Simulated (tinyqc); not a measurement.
## Junction parameters from two forward currents

Question. D(v) = J1 (exp(v/Vt) - 1) + J2 (exp(v/(2 Vt)) - 1). Find J1, J2 and the voltage 2 Vt ln(J2/J1) near which both parts are equal.

Inputs (values chosen for the exercise): temperature T = 330 K.

Constants: q = 1.602176634e-19 C, kB = 1.380649e-23 J/K, Vt = kB T/q. Results are converted to the units shown.

junction voltages (V): [0.26, 0.61]
currents (uA/um): [8.9625835e-7, 0.012405897]

Answer. The current is linear in J1 and J2, so two points give two equations.

J1 = 5.80e-12 uA/um
J2 = 8.80e-9 uA/um
crossover = 0.417 V

tinyqc, about 0.2 s, one thread, Intel Xeon 2.30GHz (shared host): `OMP_NUM_THREADS=1 python tinyqc.py 2182243 2182244 out.jsonl`
